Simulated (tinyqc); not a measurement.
What each parameter does: optical transitions of a finite quantum well.

Each carrier sees a square well of width L with its own depth V and masses m (inside), mb (outside); c = hbar^2/2m0, k = sqrt(m E/c), kappa = sqrt(mb (V - E)/c), and level n solves k L + 2 atan[(k/m)/(kappa/mb)] = n pi. The envelope is cos(kz) for odd n and sin(kz) for even n inside, joins exp(-kappa (|z| - L/2)) outside, and is normalised to 1. Excitons and band mixing are left out.

Constants: hbar^2/2m0 = 3.80998211 eV angstrom^2; hc = 1239.841984 eV nm.

Inputs chosen for the exercise (near those of an InGaAs well in InP; shifted at random, so the results belong to these values and not to a real crystal): L = 129 angstrom (well width); Eg = 0.811 eV (gap of the well); Vc = 0.263 eV (conduction offset); Vv = 0.374 eV (valence offset); me = 0.0408 m0 (electron, well); meb = 0.0839 m0 (electron, barrier); mh = 0.384 m0 (heavy hole along z, well); mhb = 0.529 m0 (heavy hole, barrier); ml = 0.0505 m0 (light hole along z, well); mlb = 0.1239 m0 (light hole, barrier).

Edge wavelength hc/(Eg + e1 + hh1), squared overlap of e1 and hh1, and the confinement energies.

Results for these values:
```
case  edge (nm)  overlap^2  e1 (meV)  hh1 (meV)
base     1469.5     0.9539      27.8        4.9
```

What happens to each result for Eg = 0.827 eV, all else kept?

Answer: edge falls from 1469.5 to 1442.2; overlap^2 does not change at the printed digits; e1 does not change at the printed digits; hh1 does not change at the printed digits.

The same for each parameter in turn:
```
case              edge (nm)  overlap^2  e1 (meV)  hh1 (meV)
base                 1469.5     0.9539      27.8        4.9
L = 142 angstrom     1477.2     0.9593      24.2        4.1
Eg = 0.827 eV        1442.2     0.9539      27.8        4.9
Vc = 0.302 eV        1467.6     0.9601      28.9        4.9
Vv = 0.449 eV        1469.4     0.9508      27.8        5.0
me = 0.0449 m0       1471.7     0.9597      26.6        4.9
mh = 0.442 m0        1470.5     0.9500      27.8        4.4
meb = 0.1007 m0      1471.8     0.9509      26.5        4.9
```

(tinyqc, `OMP_NUM_THREADS=1 python tinyqc.py 1252362 1252363 out.jsonl`, Intel(R) Xeon(R) Processor @ 2.30GHz, 1 thread, shared host, about 0.07 s.)
